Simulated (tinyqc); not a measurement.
Thermionic emission over a Gaussian spread of barriers: effect of temperature.

Metal on an n-type semiconductor with one parabolic valley; V > 0 is forward bias (metal positive). Patches of barrier height b are spread as a Gaussian with mean phi - r2 V and variance sg^2 + r3 V; each carries A* T^2 exp(-b/Vt) [exp(V/Vt) - 1].

A* = 4 pi q me m0 kB^2/h^3 (times 1e-4 for A/(cm^2 K^2)). The mean of exp(-b/Vt) gives the apparent barrier phi_ap(V) = phi - r2 V - (sg^2 + r3 V)/(2 Vt), J = A* T^2 exp(-phi_ap/Vt) [exp(V/Vt) - 1], and 1/n = 1 + r2 + r3/(2 Vt). J0 = A* T^2 exp(-phi_ap(0)/Vt); the current at zero bias is centred on b = phi - sg^2/Vt.

Values chosen for this exercise; band and dielectric values those of a made-up semiconductor: electron mass me = 0.213 m0; barrier height seen from the metal phi = 1.12 eV; standard deviation of the barrier heights sg = 0.042 eV; shift of the mean barrier per volt, with its sign reversed (rho2) r2 = -0.072; change of sg^2 per volt (rho3) r3 = -0.0017 V.

Constants: q = 1.602176634e-19 C, kB = 1.380649e-23 J/K, h = 6.62607015e-34 J s, m0 = 9.1093837015e-31 kg, Vt = kB T/q. Results are converted to the units shown.

Effect of temperature:

| T (K) | phi_ap(0) (eV) | n | J0 (A/cm^2) | barrier that carries most current (eV) |
|---|---|---|---|---|
| 100 | 1.018 | 1.206 | 1.321e-46 | 0.9153 |
| 140 | 1.047 | 1.166 | 1.033e-32 | 0.9738 |
| 180 | 1.063 | 1.145 | 1.420e-24 | 1.006 |
| 220 | 1.073 | 1.132 | 3.175e-19 | 1.027 |
| 260 | 1.081 | 1.124 | 1.956e-15 | 1.041 |
| 300 | 1.086 | 1.117 | 1.319e-12 | 1.052 |
| 350 | 1.091 | 1.111 | 6.168e-10 | 1.062 |
| 400 | 1.094 | 1.107 | 6.658e-8 | 1.069 |

The apparent barrier rises from 1.02 to 1.09 eV and n falls from 1.21 to 1.11. A Richardson plot, ln(J0/T^2) against 1/Vt, has the slope -0.945 eV between the first two rows and -1.07 eV between the last two, against phi = 1.12 eV: the plot bends, because cold electrons seek the low patches. In 2 of the 8 rows sg exceeds 3 Vt, so the current comes from more than three deviations below the mean, a tiny share of the area that a Gaussian of independent patches describes poorly.

Numbers from tinyqc (`OMP_NUM_THREADS=1 python tinyqc.py 2640157 2640158 out.jsonl`; about 0.01 s on one thread of a shared Intel Xeon 2.30GHz).
